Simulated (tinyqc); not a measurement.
Two-step dopant diffusion (predeposition and drive-in) with a constant diffusivity: one step, computed by the program tinyqc.

Fick diffusion into a half space x > 0 whose background doping C_B is of the opposite type, so that a junction lies where C = C_B.

Task: Drive-in as a Gaussian. With a sealed surface and a thin source, C = Q/sqrt(pi (Dt)2) exp(-x^2/(4 (Dt)2)); x_j = 2 sqrt((Dt)2 ln(C(0)/C_B)); gradient at the junction |dC/dx| = C_B x_j/(2 (Dt)2).

Inputs (values chosen for the exercise, modelled on gallium in silicon): background doping C_B = 1.1e+17 1/cm^3; predeposition temperature T1 = 1025 C; drive-in temperature T2 = 1000 C.

dose Q = 1.729852e+13 1/cm^2

drive-in budget (Dt)2 = 3.189302e-10 cm^2

Give: surface concentration C(0) (Gaussian); junction depth x_j; gradient at the junction.

Result:

surface concentration C(0) (Gaussian) = 5.4649e+17 1/cm^3

junction depth x_j = 0.45222 um

gradient at the junction = 7.7986e+21 1/cm^4
